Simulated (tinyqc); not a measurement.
Surface potential of a MOS transistor: implicit equation and explicit approximations: accuracy of the approximations against gate voltage.

p-type body, charge-sheet picture, depletion and inversion only, full ionisation (an idealisation for deep acceptors), Boltzmann statistics (rough once Na exp(x - xn) passes about Nc/7). In units of Vt: xg = (Vg - Vfb)/Vt, x = psi/Vt, G = gamma/sqrt(Vt), xn = (2 phiF + Vc)/Vt. The implicit equation is (xg - x)^2 = G^2 [x - 1 + exp(x - xn)] for x above about 3. Cox = eps0 eox/tox.

ni = sqrt(Nc Nv) exp(-Eg/(2 Vt)), Eg in volts; phiF = Vt ln(Na/ni); gamma = sqrt(2 q eps0 eps_r Na)/Cox; VT = Vfb + Vt (xn + G sqrt(xn - 1)). Depletion value a = 1 + [sqrt(G^2/4 + xg - 1) - G/2]^2; inversion value b = xn + ln[(xg - xn)^2/G^2 - xn + 1] and first guess y = min(a, b) - ln(1 + exp(-|a - b|)) if a > xn + 1, else b = y = a; one second-order correction with D = exp(y - xn), p = 2 (xg - y) + G^2 (1 + D), w = (xg - y)^2 - G^2 (y - 1 + D): z = y + 2 w/(p + sqrt(p^2 - 2 (2 - G^2 D) w)), or the Newton step z = y + w/p where the root is not real. N_inv = (Cox Vt G/q) [sqrt(x - 1 + exp(x - xn)) - sqrt(x - 1)] at the root. Lambert form (Cox m Vt/q) W0[(G/(2 m sqrt(xn - 1))) exp((Vg - VT)/(m Vt))], m = 1 + G/(2 sqrt(xn - 1)). Errors under 1e-4 mV, and the linear form below VT, are printed as 0.

Inputs (values chosen for the exercise); band and dielectric values close to those of silicon: temperature T = 300 K; band gap Eg = 1.14 eV; relative permittivity eps_r = 11.8; conduction-band density of states at T Nc = 2.76e19 cm^-3; valence-band density of states at T Nv = 2.69e19 cm^-3; relative permittivity of the gate insulator (close to silicon dioxide) eox = 3.9; insulator thickness tox = 23 nm; acceptor density Na = 3.5e16 cm^-3; flat-band voltage Vfb = -0.95 V; channel-body voltage Vc = 1 V.

Constants: q = 1.602176634e-19 C, kB = 1.380649e-23 J/K, Vt = kB T/q, eps0 = 8.8541878128e-14 F/cm where lengths are in cm. Results are converted to the units shown.

Accuracy of the approximations against gate voltage:

| Vg (V) | psi (V) | x - xn | error of y (mV) | error of z (mV) | N_inv (cm^-2) | Cox (Vg - VT)/q (cm^-2) | Lambert form (cm^-2) |
|---|---|---|---|---|---|---|---|
| 1.4 | 1.480 | -12.20 | 0 | 0 | 3.648e4 | 0 | 2.912e4 |
| 1.6 | 1.635 | -6.208 | 0.0115 | 0 | 1.386e7 | 0 | 1.281e7 |
| 1.8 | 1.788 | -0.3085 | 4.05 | -2.51e-3 | 4.820e9 | 0 | 4.821e9 |
| 2 | 1.867 | 2.771 | 14.9 | -1.23 | 9.760e10 | 1.827e11 | 9.914e10 |
| 2.2 | 1.894 | 3.808 | 10.6 | -0.406 | 2.532e11 | 3.702e11 | 2.572e11 |
| 2.4 | 1.910 | 4.401 | 8.04 | -0.162 | 4.225e11 | 5.576e11 | 4.289e11 |
| 2.6 | 1.920 | 4.823 | 6.61 | -0.0858 | 5.970e11 | 7.450e11 | 6.057e11 |
| 2.8 | 1.929 | 5.154 | 5.69 | -0.0532 | 7.743e11 | 9.324e11 | 7.851e11 |
| 3 | 1.936 | 5.429 | 5.03 | -0.0362 | 9.533e11 | 1.120e12 | 9.661e11 |

psi rises from 1.48 to 1.94 V and ends 5.4 Vt above 2 phiF + Vc. Among the rows the first guess is off by at most 15 mV (at Vg = 2 V) and the corrected value by at most 1.2 mV. In the last row the linear form is 17 % above N_inv and the Lambert form 1.3 % above it; in the first row the Lambert form is 20 % below it. For Vg = 2.6, 2.8, 3 the electron quasi-Fermi level lies less than 2 Vt below the band edge at the surface, or above it, where degeneracy and confinement, left out, matter.

tinyqc, about 0.01 s, one thread, Intel Xeon 2.30GHz (shared host): `OMP_NUM_THREADS=1 python tinyqc.py 2122177 2122178 out.jsonl`
